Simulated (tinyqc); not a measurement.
Formation energy of a charged point defect from supercell energies: one step, computed by the program tinyqc.

The host is a compound AB. Making the defect adds n_A = -1, n_B = 0 atoms to the cell. All total energies are inputs. E_F is counted from the valence-band maximum (VBM); x = 0 is A-rich and x = 1 B-rich growth.

Problem. Concentrations at the given E_F and T. E_f(q, E_F) = E_f(q, 0) + q E_F. c_q = N_s exp(-E_f(q, E_F)/k_B T), with all degeneracy factors one and no vibrational entropy.

Inputs (values chosen for the exercise, for a model compound AB): Fermi level E_F = 1.94 eV; temperature T = 1200 K; site density N_s = 2.5e+22 cm^-3.

Defect: vacancy of A. Supercell lattice: bcc.

charge states q: 2  1  0  -1  -2

E_f(q, 0) (eV): (q=+2) 1.551609, (q=+1) 2.358972, (q=0) 3.499760, (q=-1) 5.261972, (q=-2) 6.527609

Constants: k_B = 8.617333262e-05 eV/K.

Give: Charge states; lowest formation energy; total concentration; mean charge.

Solution.

Charge states:
```
q   E_f (eV)  c_q (cm^-3)       share
+2    5.4316   3.8564e-01  2.0275e-12
+1    4.2990   2.2032e+04  1.1583e-07
0     3.4998   5.0072e+07  2.6325e-04
-1    3.3220   2.7943e+08  1.4691e-03
-2    2.6476   1.8988e+11  9.9827e-01
```

lowest formation energy = 2.6476 eV

total concentration = 1.9021e+11 cm^-3

mean charge = -1.9980 e

State -2 holds 99.8 % of the defects.
